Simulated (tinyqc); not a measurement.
Deep-level transient spectroscopy: two steps of the calculation.

Schottky contact on an n-type layer with shallow donors Nd (all ionised) and a donor-like deep trap, neutral when filled and positive when empty; depletion approximation. Traps within lam of the depletion edge stay filled. A long pulse to Vp fills the traps beyond x1 = Wp - lam; back at Vr those between x1 and x2 = Wr - lam emit. A rate window reads S = C(t2) - C(t1).

Inputs (values chosen for the exercise); material values close to those of gallium arsenide:
```
symbol    value   unit                                      meaning
eps_r        13                               relative permittivity
Nc      4.36e17  cm^-3   conduction-band density of states at 300 K
vth       4.7e7   cm/s                    thermal velocity at 300 K
Nd       7.6e14  cm^-3                        shallow donor density
Et         0.12     eV  depth of the trap below the conduction edge
sn      9.8e-16   cm^2                        capture cross-section
Nt       2.3e12  cm^-3                                 trap density
t1           10     ms                          first sampling time
t2           40     ms                         second sampling time
T            80      K                 temperature of the transient
```

Constants: q = 1.602176634e-19 C, kB = 1.380649e-23 J/K, eps0 = 8.8541878128e-14 F/cm where lengths are in cm. Results are converted to the units shown.

Task 1. Emission rate and rate window. Emission rate en = sn vth(T) Nc(T) exp(-Et/kB T) = sn g T^2 exp(-Et/kB T), g = vth Nc/(300 K)^2, as vth goes as T^0.5 and Nc as T^1.5 (degeneracy factor 1). For an exponential transient S peaks where en = ew = ln(t2/t1)/(t2 - t1).

Give: g; en; 1/en; ew.

Result 1.

g = 2.277e20 cm^-2 s^-1 K^-2
en = 39.36 1/s
1/en = 25.41 ms
ew = 46.21 1/s

Task 2. The transient. W(t)^2 = Wr^2 + (Nt/Nd)(x2^2 - x1^2) exp(-en t), C = eps0 eps_r/W; for small Nt, dC/C = -(Nt/2 Nd) G exp(-en t) with G = (x2^2 - x1^2)/Wr^2. S = C(t2) - C(t1).

t, sample 0 to 6 (ms): 0  5  10  25  40  80  200
en = 39.362313 1/s
Wr = 2831.4852 nm
G = (x2^2 - x1^2)/Wr^2 = 0.60637795

Give: C; C - C(final); S.

Result 2.

```
sample  C (nF/cm^2)  C - C(final) (pF/cm^2)
0            4.0614                 -3.7248
1            4.0621                 -3.0601
2            4.0626                 -2.5139
3            4.0638                 -1.3935
4            4.0644                 -0.7723
5            4.0650                 -0.1600
6            4.0652                 -0.0014
```

S = 1.7416 pF/cm^2

Computed by the program tinyqc: `OMP_NUM_THREADS=1 python tinyqc.py 2050047 2050048 out.jsonl`, one thread of a shared Intel Xeon 2.30GHz, about 0.01 s for the whole run.
